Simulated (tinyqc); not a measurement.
Six-band k.p model of the valence band of a wurtzite crystal: one step. Edges without strain. Five cases, with inputs chosen for the exercise.

Question. Set Le = Te = 0.

At k = 0: E1 = D1c + D2c + Te + Le (pure HH); E2, E3 = Le + u +/- sqrt(u^2 + 2 D3c^2), u = (D1c - D2c + Te)/2, D1c = Dcr, D2c = D3c = Dso/3. The weight of LH in state 2 is fL = (E2 - Le)^2/((E2 - Le)^2 + 2 D3c^2). Relative strengths of transitions to the conduction band: for E perpendicular to c (TE) 1/2, fL/2, (1 - fL)/2; for E along c (TM) 0, 1 - fL, fL, with one momentum element for both directions.

Give: E1, E2, E3 without strain; fL; edges from the top.

Case 1.

Values chosen (out of a larger set: of the order of those of hexagonal SiC; not measured data): Dcr = 0.0638 eV (crystal-field splitting); Dso = 0.0068 eV (spin-orbit splitting).

Answer.

E1, E2, E3 without strain (eV): 0.0661  0.0617  -0.0002

fL = 0.9973

edges from the top (eV): 0.0000  -0.0044  -0.0662

Case 2.

Values chosen (out of a larger set: near those of GaN; not measured data): Dcr = 0.018 eV (crystal-field splitting); Dso = 0.0165 eV (spin-orbit splitting).

Answer.

E1, E2, E3 without strain (eV): 0.0235  0.0162  -0.0037

fL = 0.8132

edges from the top (eV): 0.0000  -0.0073  -0.0272

Case 3.

Values chosen (out of a larger set: near those of GaN; not measured data): Dcr = 0.0163 eV (crystal-field splitting); Dso = 0.0175 eV (spin-orbit splitting).

Answer.

E1, E2, E3 without strain (eV): 0.0221  0.0150  -0.0045

fL = 0.7678

edges from the top (eV): 0.0000  -0.0071  -0.0267

Case 4.

Values chosen (out of a larger set: of the order of those of hexagonal SiC; not measured data): Dcr = 0.0701 eV (crystal-field splitting); Dso = 0.0067 eV (spin-orbit splitting).

Answer.

E1, E2, E3 without strain (eV): 0.0723  0.0680  -0.0001

fL = 0.9978

edges from the top (eV): 0.0000  -0.0043  -0.0725

Case 5.

Values chosen (out of a larger set: of the order of those of hexagonal CdSe; not measured data): Dcr = 0.0448 eV (crystal-field splitting); Dso = 0.4153 eV (spin-orbit splitting).

Answer.

E1, E2, E3 without strain (eV): 0.1832  0.1545  -0.2481

fL = 0.3837

edges from the top (eV): 0.0000  -0.0288  -0.4313

The top is state 1 (HH), TE light alone.

Computed by tinyqc, one run a case: `OMP_NUM_THREADS=1 python tinyqc.py N N+1 out.jsonl` with N = 1080264, 1080299, 1080307, 1080482, 1080509; one thread of a shared Intel(R) Xeon(R) Processor @ 2.30GHz, about 0.01 s a run at most.
